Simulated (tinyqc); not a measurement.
# Worked calculation: punch-through p+-n junction, ionisation integral and breakdown

Numbers from tinyqc (`OMP_NUM_THREADS=1 python tinyqc.py 2120118 2120119 out.jsonl`; about 0.2 s on one thread of a shared Intel Xeon 2.30GHz). Printed values are rounded.

A p+ layer at x < 0 and an n drift layer from x = 0 to L on an n+ substrate. Depletion approximation, built-in voltage neglected. Local ionisation coefficients alpha_n = an exp(-(bn/E)^mx), alpha_p = ap exp(-(bp/E)^mx). Electrons move towards +x, holes towards x = 0.

Parameters, values chosen for the exercise; material values close to those of gallium nitride: relative permittivity eps_r = 9.56; prefactor of the electron ionisation coefficient an = 2.75e8 1/cm; field constant for electrons bn = 3.59e7 V/cm; prefactor of the hole ionisation coefficient ap = 1.33e8 1/cm; field constant for holes bp = 2.04e7 V/cm; exponent mx = 1; donor density of the drift layer N = 1.1e15 cm^-3; thickness of the drift layer L = 29 um; reverse voltage V = 4340 V; share of the depleted width that the grid covers fr = 1.

Constants: q = 1.602176634e-19 C, eps0 = 8.8541878128e-14 F/cm where lengths are in cm. Results are converted to the units shown.

## Field and ionisation coefficients on a grid

W = sqrt(2 eps0 eps_r V/(q N)), peak field E0 = q N W/(eps0 eps_r), falling linearly to 0 at W; if W > L the layer is punched through: W = L, E0 = V/L + q N L/(2 eps0 eps_r), falling linearly to E1 = V/L - q N L/(2 eps0 eps_r). Grid: 10 equal steps from 0 to fr W.

W = 29 um

| point | x (um) | E (kV/cm) | alpha_n (1/cm) | alpha_p (1/cm) |
|---|---|---|---|---|
| 0 | 0.0000 | 1798.45 | 0.589004 | 1576.21 |
| 1 | 2.9000 | 1738.07 | 0.294410 | 1062.86 |
| 2 | 5.8000 | 1677.69 | 0.139993 | 696.662 |
| 3 | 8.7000 | 1617.31 | 0.0629735 | 442.455 |
| 4 | 11.6000 | 1556.93 | 0.0266254 | 271.284 |
| 5 | 14.5000 | 1496.55 | 0.0105019 | 159.896 |
| 6 | 17.4000 | 1436.17 | 0.00383061 | 90.1458 |
| 7 | 20.3000 | 1375.79 | 0.00127885 | 48.3289 |
| 8 | 23.2000 | 1315.41 | 3.86042e-4 | 24.4688 |
| 9 | 26.1000 | 1255.03 | 1.03847e-4 | 11.6032 |
| 10 | 29.0000 | 1194.65 | 2.44632e-5 | 5.10255 |

## Ionisation integrals by the trapezoid rule

G(x) = integral from 0 to x of (alpha_n - alpha_p); I_n = integral of alpha_n exp(-G) (electrons injected at x = 0), I_p = integral of alpha_p exp(G(end) - G) (holes injected at the far edge); M = 1/(1 - I). All integrals by the trapezoid rule on the grid.

| point | G | alpha_n exp(-G) (1/cm) |
|---|---|---|
| 0 | 0.00000 | 0.589004 |
| 1 | -0.38254 | 0.431604 |
| 2 | -0.63760 | 0.264860 |
| 3 | -0.80275 | 0.140535 |
| 4 | -0.90623 | 0.065897 |
| 5 | -0.96874 | 0.027669 |
| 6 | -1.00500 | 0.010465 |
| 7 | -1.02507 | 0.003565 |
| 8 | -1.03563 | 0.001087 |
| 9 | -1.04086 | 0.000294 |
| 10 | -1.04328 | 0.000069 |

I_n = 3.59749e-4
I_p = 0.636943
M_n = 1.00036
M_p = 2.75439

A grid of 1500 steps over the whole width gives I_n = 3.549e-4 and I_p = 0.6427; the coarse I_n is 1.4 % above and the coarse I_p 0.90 % below those values. Holes multiply more: on this coarse grid M - 1 is 4870 times as large for them.

## Breakdown voltage by secant steps

G(x) = integral from 0 to x of (alpha_n - alpha_p); I_n = integral of alpha_n exp(-G) (electrons injected at x = 0), I_p = integral of alpha_p exp(G(end) - G) (holes injected at the far edge); M = 1/(1 - I). Secant steps on ln I_n(V) = 0 with the integrals on a fine grid (1500 steps), from the points V = 3770 and 4670 V; stop when the step is below 1e-7 of V.

Course of the iteration:

| step | V (V) | I_n | change of V (V) |
|---|---|---|---|
| 1 | 4670 | 0.00239839 | 1100 |
| 2 | 5772.21 | 33674.4 | -698 |
| 3 | 5074.05 | 0.0667234 | 144 |
| 4 | 5217.98 | 0.374605 | 81.9 |
| 5 | 5299.89 | 1.20208 | -12.9 |
| 6 | 5286.96 | 0.990232 | 0.655 |
| 7 | 5287.62 | 0.999909 | 6.14e-3 |
| 8 | 5287.62 | 1.00000 | -3.08e-6 |

Breakdown at 5287.6 V, with a peak field of 2125 kV/cm and W = 29.00 um. The integral for holes reaches 1 at the same voltage.
